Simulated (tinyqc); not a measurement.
X-ray photoelectron analysis of a thin oxide on a semiconductor: attenuation lengths, thickness, angle series and band offsets: one step, computed by the program tinyqc. Command: `OMP_NUM_THREADS=1 python tinyqc.py 3113022 3113023 out.jsonl xps walk`. One thread of a shared host (Intel(R) Xeon(R) Processor @ 2.30GHz), about 0.01 s of CPU time with the checks.

The same element is seen in the oxide and in the substrate, at nearly the same kinetic energy; films are flat and uniform, and the work function is ignored.

Question. Peak ratio. R_0 = (rho_o/M_o) L_o/((rho_s/M_s) L_s); peak ratio R = I_ox/I_sub = R_0 [exp(d/(L_o cos theta)) - 1]; hence d = L_o cos theta ln(1 + R/R_0). A carbon layer weakens both peaks alike, by exp(-d_C/(L_o cos theta)) if its L is taken equal to L_o. This R_0 leaves out intrinsic losses from the substrate peak, so calibrated values can be larger.

Inputs (values chosen for the exercise, modelled on SiO2 on 4H-SiC): oxide density = 2.27 g/cm^3; oxide formula mass = 60.08 g/mol; substrate density = 3.21 g/cm^3; substrate formula mass = 40.1 g/mol; oxide thickness d = 2.2 nm; emission angle from the normal = 30 degrees; carbon overlayer = 0.79 nm.

L in the oxide = 3.616437 nm

L in the substrate = 2.743891 nm

Give: R_0; d/(L_o cos theta); ratio R; oxide share of the counts; attenuation by carbon; depth 3 L_o cos theta.

Answer.

R_0 = 0.62208

d/(L_o cos theta) = 0.70244

ratio R = 0.63370

oxide share of the counts = 0.38789

attenuation by carbon = 0.77706

depth 3 L_o cos theta = 9.3958 nm
